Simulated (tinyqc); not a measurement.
# Energy and delay of logic against supply voltage: what changes with what

One expression serves below and above threshold: I(Vg) = Ik [ln(1 + exp((Vg - VT + dd V)/(al nf Vt)))]^al, with I_on = I(V) and I_off = I(0). Gate delay td = kd C V/I_on, clock period LD td. Per gate and cycle the switching energy is act C V^2 and the leakage energy I_off V LD td. No short-circuit current, no variation. Minima are sought above 0.09 V; below a few Vt gates no longer switch and the model has no meaning.

Parameters, values chosen for the exercise; values of the order met in logic technologies:
```
symbol  value  unit                               meaning
T         300     K                           temperature
VT        0.3     V  threshold voltage at zero drain bias
nf       1.16                                slope factor
dd        0.1         barrier lowering per volt of supply
Ik        1.4    uA            specific current of a gate
al       1.21                 exponent of the current law
C        0.74    fF            load capacitance of a gate
kd        0.9                                delay factor
LD         16                                 logic depth
act      0.02                             activity factor
```

Constants: q = 1.602176634e-19 C, kB = 1.380649e-23 J/K, Vt = kB T/q. Results are converted to the units shown.

Each table varies one quantity; the others keep the values above.

## Energy and delay against supply voltage

EDP = energy times td.

Result of one run:

| V (V) | I_on (uA) | I_off (nA) | td (ps) | switching (aJ) | leakage (aJ) | energy (aJ) | EDP (fJ ps) |
|---|---|---|---|---|---|---|---|
| 0.73 | 33.709 | 0.72141 | 14.423 | 7.8869 | 0.12153 | 8.0084 | 0.11551 |

What becomes of these results when the supply voltage V is changed from 0.73 to 1.08 V, all else the same?

Result of the changed run:

| V (V) | I_on (uA) | I_off (nA) | td (ps) | switching (aJ) | leakage (aJ) | energy (aJ) | EDP (fJ ps) |
|---|---|---|---|---|---|---|---|
| 1.08 | 67.054 | 2.3133 | 10.727 | 17.263 | 0.42880 | 17.692 | 0.18977 |

The whole series:

| V (V) | I_on (uA) | I_off (nA) | td (ps) | switching (aJ) | leakage (aJ) | energy (aJ) | EDP (fJ ps) |
|---|---|---|---|---|---|---|---|
| 0.15 | 0.015302 | 0.10438 | 6528.7 | 0.33300 | 1.6355 | 1.9685 | 12.852 |
| 0.27 | 0.83541 | 0.15573 | 215.25 | 1.0789 | 0.14481 | 1.2237 | 0.26340 |
| 0.38 | 5.9146 | 0.22471 | 42.789 | 2.1371 | 0.058460 | 2.1956 | 0.093947 |
| 0.5 | 14.469 | 0.33522 | 23.015 | 3.7000 | 0.061721 | 3.7617 | 0.086577 |
| 0.62 | 24.163 | 0.50005 | 17.089 | 5.6891 | 0.084771 | 5.7739 | 0.098671 |
| 0.73 | 33.709 | 0.72141 | 14.423 | 7.8869 | 0.12153 | 8.0084 | 0.11551 |
| 0.85 | 44.689 | 1.0759 | 12.668 | 10.693 | 0.18535 | 10.878 | 0.13780 |
| 0.97 | 56.163 | 1.6043 | 11.503 | 13.925 | 0.28640 | 14.212 | 0.16347 |
| 1.08 | 67.054 | 2.3133 | 10.727 | 17.263 | 0.42880 | 17.692 | 0.18977 |
| 1.2 | 79.296 | 3.4475 | 10.079 | 21.312 | 0.66714 | 21.979 | 0.22152 |

td falls from 6530 to 10.1 ps; the energy goes from 1.97 through a minimum of 1.22 (at V = 0.27 V among the rows listed) to 22.0 aJ and the EDP goes from 12.9 through a minimum of 0.0866 (at V = 0.5 V among the rows listed) to 0.222 fJ ps. The exact minima lie at V = 0.227 V for the energy and 0.459 V for the EDP. Going from 1.2 V to the energy minimum saves a factor of 20.2 in energy and costs a factor of 65.6 in delay. Below the minimum the leakage energy rises faster than the switching energy falls, because the clock period grows so steeply.

## Optimum supplies against the logic depth

Same model as above.

V_min minimises the energy and V_EDP the product of energy and td.

Optimum supplies against the logic depth:

| LD | V_min (V) | energy at V_min (aJ) | leakage share (%) | clock at V_min (MHz) | V_EDP (V) | clock at V_EDP (GHz) |
|---|---|---|---|---|---|---|
| 5 | 0.1837 | 0.7549 | 33.83 | 84.01 | 0.4566 | 7.368 |
| 8 | 0.2017 | 0.8800 | 31.57 | 90.03 | 0.4571 | 4.616 |
| 12 | 0.2167 | 0.9975 | 30.33 | 93.38 | 0.4578 | 3.087 |
| 20 | 0.2350 | 1.162 | 29.64 | 94.57 | 0.4592 | 1.863 |
| 30 | 0.2493 | 1.311 | 29.82 | 92.70 | 0.4608 | 1.251 |
| 50 | 0.2670 | 1.530 | 31.05 | 86.63 | 0.4639 | 0.7601 |
| 80 | 0.2832 | 1.779 | 33.28 | 77.84 | 0.4681 | 0.4833 |
| 150 | 0.3050 | 2.224 | 38.10 | 62.99 | 0.4762 | 0.2661 |

What does the comparison show?

As LD goes from 5 to 150, V_min rises from 0.184 to 0.305 V, the energy there rises from 0.755 to 2.22 aJ, the clock there goes from 84.0 through a maximum of 94.6 (at LD = 20 among the rows listed) to 63.0 MHz and V_EDP rises from 0.457 to 0.476 V. act and LD enter V_min only through the ratio act/LD.

tinyqc, about 0.01 s, one thread, Intel Xeon 2.30GHz (shared host): `OMP_NUM_THREADS=1 python tinyqc.py 2082030 2082031 out.jsonl`
